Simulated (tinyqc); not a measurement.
# Worked calculation: Schottky barrier on an n-type semiconductor with a surface-enhanced doping, non-linear Poisson equation by Newton steps

tinyqc, about 0.07 s, one thread, Intel Xeon 2.30GHz (shared host): `OMP_NUM_THREADS=1 python tinyqc.py 2020012 2020013 out.jsonl` Printed values are rounded.

One dimension, metal at x = 0, donor density C(x) = Nd + N0 exp(-x/Ls). Energies are counted from the electron Fermi level of the semiconductor and the conduction-band edge is Ec = -psi, so n = Nc exp(psi/Vt); holes follow the Fermi level of the metal, at -V, so p = Nv exp((V - psi - Eg)/Vt). Ends: psi(0) = V - phiB and psi = Vt ln(Nd/Nc) deep inside. Boltzmann statistics, full ionisation, no current, no image force in the Poisson equation.

Values chosen for this exercise; band and dielectric values close to those of cadmium telluride: temperature T = 400 K; band gap Eg = 1.5 eV; relative permittivity eps_r = 10.2; conduction-band density of states at T Nc = 1.22e18 cm^-3; valence-band density of states at T Nv = 2.74e19 cm^-3; donor density deep in the semiconductor Nd = 8e15 cm^-3; barrier height phiB = 0.71 eV; bias of the metal against the semiconductor V = -3.5 V; extra donor density at the surface N0 = 4.8e16 cm^-3; decay length Ls = 140 nm.

Constants: q = 1.602176634e-19 C, kB = 1.380649e-23 J/K, Vt = kB T/q, eps0 = 8.8541878128e-14 F/cm where lengths are in cm. Results are converted to the units shown.

## End potentials, built-in voltage, Debye length

psi_0 = V - phiB, psi_b = Vt ln(Nd/Nc), Vbi = phiB - Vt ln(Nc/Nd), LD = sqrt(eps0 eps_r Vt/(q Nd)), W = sqrt(2 eps0 eps_r (Vbi - V)/(q Nd)), hole density at the metal p_0 = Nv exp((phiB - Eg)/Vt).

psi_0 = -4.21 V
psi_b = -0.1732830 V
Vbi = 0.5367170 V
LD = 49.28227 nm
W for uniform Nd = 754.2293 nm
p_0 = 3.049219e9 cm^-3

The hole density at the metal is 3.8e-7 times Nd, so holes hardly matter.

## Doping on the mesh

x, node 0 to 12 (nm): [0, 59, 130, 214, 316, 437, 583, 757, 966, 1220, 1520, 1870, 2300]

C = Nd + N0 exp(-x/Ls), taken at the nodes.

donor density C, node 0 to 12 (cm^-3): [5.6e16, 3.949322e16, 2.696565e16, 1.840857e16, 1.302315e16, 1.011652e16, 8.745959e15, 8.215253e15, 8.048374e15, 8.007883e15, 8.000925e15, 8.000076e15, 8.000004e15]

## Couplings between neighbouring nodes

a_i = eps0 eps_r/h_i for the interval from node i to i + 1, with h_i = x_(i+1) - x_i in cm.

coupling a_i, interval 0 to 11 (F/cm^2): [1.530724e-7, 1.272010e-7, 1.075151e-7, 8.854188e-8, 7.463861e-8, 6.185802e-8, 5.190386e-8, 4.321183e-8, 3.555619e-8, 3.010424e-8, 2.580363e-8, 2.100296e-8]

## Starting potential

The parabola psi_b - (psi_b - psi_0)(1 - x/W)^2 for x < W and psi_b beyond, with psi_0 = V - phiB, psi_b = Vt ln(Nd/Nc), W = sqrt(2 eps0 eps_r (psi_b - psi_0)/(q Nd)).

psi at the start, node 0 to 12 (V): [-4.210000, -3.603153, -2.938376, -2.244272, -1.536059, -0.887398, -0.381338, -0.173283, -0.173283, -0.173283, -0.173283, -0.173283, -0.173283]

## Iteration 1: densities, residual and Jacobian diagonal

n_i = Nc exp(psi_i/Vt), p_i = Nv exp((V - psi_i - Eg)/Vt), rho_i = p_i - n_i + C_i, g_i = (n_i + p_i)/Vt. Box widths w_i = (h_(i-1) + h_i)/2 in cm. Residual F_i = a_i (psi_(i+1) - psi_i) - a_(i-1) (psi_i - psi_(i-1)) + q rho_i w_i; Jacobian: a_(i-1) and a_i beside the diagonal, b_i = -a_(i-1) - a_i - q g_i w_i on it. The two end nodes are fixed.

n, node 0 to 12 (cm^-3): [1.103302e-35, 4.882386e-28, 1.159969e-19, 6.453238e-11, 0.05405969, 8.047071e6, 1.913000e13, 8e15, 8e15, 8e15, 8e15, 8e15, 8e15]
p, node 0 to 12 (cm^-3): [3.049219e9, 68.90504, 2.900258e-7, 5.213212e-16, 6.223140e-25, 4.180664e-33, 1.758604e-39, 4.205262e-42, 4.205262e-42, 4.205262e-42, 4.205262e-42, 4.205262e-42, 4.205262e-42]
residual F, node 1 to 11 (C/cm^2): [3.279751e-8, 2.354940e-8, 1.550902e-8, 8.973499e-9, 4.527033e-9, 1.866041e-9, -1.013841e-8, 1.794199e-10, 3.498366e-11, 4.815460e-12, 4.743324e-13]
diagonal b, node 1 to 11 (F/cm^2): [-2.802734e-7, -2.347161e-7, -1.960570e-7, -1.631805e-7, -1.364966e-7, -1.151846e-7, -8.072080e-7, -9.396002e-7, -1.095684e-6, -1.264420e-6, -1.497021e-6]

## Iteration 1: Newton step

Solve the tridiagonal system a_(i-1) d_(i-1) + b_i d_i + a_i d_(i+1) = -F_i for nodes 1 to 11, with d = 0 on fixed nodes. Each component d is damped to sign(d) Vt ln(1 + |d|/Vt) before it is added.

Newton step d, before damping, node 1 to 11 (V): [0.4471845, 0.7274818, 0.8400677, 0.8016189, 0.6357821, 0.3624972, 0.0107858, 0.0006890, 0.0000544, 0.0000051, 0.0000004]
psi after iteration 1, node 0 to 12 (V): [-4.210000, -3.512252, -2.831666, -2.132811, -1.426147, -0.785107, -0.297102, -0.163899, -0.172601, -0.173229, -0.173278, -0.173283, -0.173283]

## Iteration 2: densities, residual and Jacobian diagonal

As before.

n, node 0 to 12 (cm^-3): [1.103302e-35, 6.822353e-27, 2.564134e-18, 1.637280e-9, 1.311272, 1.564742e8, 2.203109e14, 1.050327e16, 8.159921e15, 8.012633e15, 8.001187e15, 8.000094e15, 8e15]
p, node 0 to 12 (cm^-3): [3.049219e9, 4.931157, 1.312026e-8, 2.054755e-17, 2.565608e-26, 2.150010e-34, 1.527029e-40, 3.203011e-42, 4.122846e-42, 4.198632e-42, 4.204639e-42, 4.205213e-42, 4.205262e-42]
residual F, node 1 to 11 (C/cm^2): [2.089407e-8, 2.204914e-8, 1.486108e-8, 8.541932e-9, 3.978967e-9, -1.417909e-9, -1.430983e-8, -6.003417e-11, -2.388552e-13, -1.271200e-15, -9.671346e-18]
diagonal b, node 1 to 11 (F/cm^2): [-2.802734e-7, -2.347161e-7, -1.960570e-7, -1.631805e-7, -1.364966e-7, -1.301464e-7, -1.030028e-6, -9.568083e-7, -1.097311e-6, -1.264599e-6, -1.497038e-6]

## Iteration 2: Newton step

As before.

Newton step d, before damping, node 1 to 11 (V): [0.3505159, 0.6080630, 0.7076872, 0.6608171, 0.4907724, 0.2212703, -0.0027505, -0.0001872, -0.0000063, -0.0000002, 0.0000000]
psi after iteration 2, node 0 to 12 (V): [-4.210000, -3.429073, -2.730831, -2.027008, -1.322593, -0.691220, -0.228023, -0.166545, -0.172787, -0.173235, -0.173278, -0.173283, -0.173283]

## Course of the Newton iteration

Stop when the largest undamped |d| is below 1e-9 V, or after 80 iterations.

Course of the iteration:
```
iteration  largest |F| (C/cm^2)  largest |d| (V)  at node
1                       3.28e-8            0.840        3
2                       2.20e-8            0.708        3
3                       2.03e-8            0.565        3
4                       1.83e-8            0.461        3
5                       1.60e-8            0.369        3
6                       1.32e-8            0.284        3
7                       1.11e-8            0.207        3
8                       9.74e-9            0.140        3
9                       6.37e-9           0.0840        3
10                      4.20e-9           0.0415        3
11                      1.96e-9           0.0142        3
12                     4.07e-10          2.32e-3        3
13                     1.45e-11          7.48e-5        3
14                     1.59e-14          8.10e-8        3
15                     1.87e-20         9.52e-14        3
```

Converged in 15 iterations. Once the step is below 0.1 Vt, 3 more iteration(s) reach the threshold: near the solution the error is roughly squared each time.

## Converged densities, field and barrier lowering

converged psi, node 0 to 12 (V): [-4.210000, -3.173629, -2.249808, -1.468262, -0.829030, -0.382426, -0.192713, -0.173707, -0.173111, -0.173245, -0.173278, -0.173283, -0.173283]

n and p as above; E_i = -(psi_(i+1) - psi_i)/h_i; at the metal |E_0| = |E on interval 0| + q rho_0 (h_0/2)/(eps0 eps_r), rho_0 = p_0 - n_0 + C_0; image-force lowering dphi = sqrt(q |E_0|/(4 pi eps0 eps_r)).

n, node 0 to 12 (cm^-3): [1.103302e-35, 1.260063e-22, 5.495694e-11, 0.3864301, 4.375658e7, 1.853566e13, 4.552902e15, 7.902145e15, 8.040129e15, 8.008740e15, 8.001094e15, 8.000092e15, 8e15]
p, node 0 to 12 (cm^-3): [3.049219e9, 2.669874e-4, 6.121537e-16, 8.705868e-26, 7.688467e-34, 1.814993e-39, 7.389155e-42, 4.257337e-42, 4.184273e-42, 4.200673e-42, 4.204687e-42, 4.205214e-42, 4.205262e-42]
field E, interval 0 to 11 (kV/cm): [-175.6561, -130.1156, -93.0412, -62.6698, -36.9094, -12.9940, -1.0923, -0.0285, 0.0053, 0.0011, 0.0001, 0.0000]
|E_0| at the metal = 204.9631 kV/cm
image-force lowering = 53.79150 mV

A mesh of about 1000 nodes or more gives |E_0| = 201.1 kV/cm; the 13-node value is 1.9 % above it.
